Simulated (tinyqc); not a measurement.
## Gap voltage and exponent from three temperatures

Question. At constant current VBE(T) = Vg0 - a T - eta (kB T/q) ln T, where a is a constant. Find Vg0, eta and dVBE/dT at the middle temperature.

Constants: q = 1.602176634e-19 C, kB = 1.380649e-23 J/K. Results are converted to the units shown.

T (K): 273  360  390
VBE at a constant current (V): 0.7461386029  0.5872762823  0.5308461457

Solution. The relation is linear in Vg0, a and eta, so three points give a linear system; the slope is (VBE - Vg0 - eta kB T/q)/T. eta rests on the curvature of VBE(T) alone, so real fits need accuracy of some tens of microvolts or better.

Vg0 = 1.145 V
eta = 3.700
dVBE/dT = -1.868 mV/K

Program tinyqc, `OMP_NUM_THREADS=1 python tinyqc.py 2062097 2062098 out.jsonl`; Intel Xeon 2.30GHz, shared host, one thread, about 0.03 s.
